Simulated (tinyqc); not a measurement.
Formation energy of a charged point defect from supercell energies: one step, computed by the program tinyqc.

The host is a compound AB. Making the defect adds n_A = 0, n_B = -1, n_X = 1 atoms to the cell. All total energies are inputs. E_F is counted from the valence-band maximum (VBM); x = 0 is A-rich and x = 1 B-rich growth.

Problem. Chemical potentials. dmu_A = x dH and dmu_B = (1 - x) dH, so that dmu_A + dmu_B = dH; mu = mu(element) + dmu. The impurity is held at its solubility limit: dmu_X = min(0, dH(AX) - dmu_A). The reservoir term is sum n_i mu_i.

Inputs (values chosen for the exercise, for a model compound AB): mu_B of the pure element = -2.468 eV; formation enthalpy dH of AB = -1.09 eV; growth condition x = 0.099; mu_X of the pure element = -6.503 eV; formation enthalpy of AX = -2 eV.

Defect: impurity X on a B site. Supercell lattice: bcc.

Give: dmu_A; dmu_B; dmu_X; sum n_i mu_i.

Solution.

dmu_A = -0.10791 eV

dmu_B = -0.98209 eV

dmu_X = -1.89209 eV

sum n_i mu_i = -4.945 eV

The competing phase caps mu_X.
